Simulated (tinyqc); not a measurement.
Resistance of a tapered via with liner, size effect and interface: two fill metals against the diameter.

A round via whose diameter grows from db at the bottom as D(z) = db + 2 z/tan(ang). The fill, of diameter D - 2 tl, starts above the bottom liner (thickness fb tl) and has rho = rho0 (1 + ks lam/(D - 2 tl)); the sidewall liner conducts in parallel with it. The bottom liner and the interface are crossed over the full area pi db^2/4. Spreading in the lines above and below is left out.

Slices between z0 = fb tl and hv, evaluated at their midpoints: conductance per length pi/4 [(D - 2 tl)^2/rho + (D^2 - (D - 2 tl)^2)/rl], slice resistance = slice height over that. 2000 slices. R_fill = sum of the slices; R_bottom = rl fb tl/(pi db^2/4); R_interface = ri/(pi db^2/4). The second fill has rho2, lam2 and tl2 in place of rho0, lam and tl.

Parameters, values chosen for the exercise; fill metal close to tungsten:
- hv = 26 nm (height)
- ang = 85 degrees (sidewall angle)
- rho0 = 5.45 uohm cm (bulk resistivity of the fill)
- lam = 15.9 nm (mean free path of the fill)
- ks = 1.1 (size-effect factor)
- tl = 2 nm (liner on the sidewall)
- fb = 0.7 (liner at the bottom over that on the sidewall)
- rl = 390 uohm cm (resistivity of the liner)
- ri = 1e-12 ohm cm^2 (interface resistivity at the bottom)
- Sb = 9.1e14 S/m^2 (ballistic conductance per area, about 3/(4 rho0 lam))
- rho2 = 6.12 uohm cm (bulk resistivity of the second fill (close to cobalt))
- lam2 = 11.8 nm (its mean free path)
- tl2 = 1.5 nm (its liner)

Two fill metals against the diameter:
```
db (nm),"R, first fill (ohm)","R, second fill (ohm)",ratio second/first
6,716.68,429.11,0.59875
8.5,236.02,164.66,0.69765
12,92.979,70.513,0.75838
17,40.063,31.684,0.79085
24,18.372,14.840,0.80776
35,8.1113,6.6307,0.81747
49,3.9879,3.2786,0.82214
70,1.9025,1.5695,0.82494
100,0.91540,0.75663,0.82655
```

What does the comparison show?

The ratio goes from 0.599 to 0.827. The second fill gives the lower R in every row.

Program tinyqc, `OMP_NUM_THREADS=1 python tinyqc.py 2750014 2750015 out.jsonl`; Intel Xeon 2.30GHz, shared host, one thread, about 0.01 s.
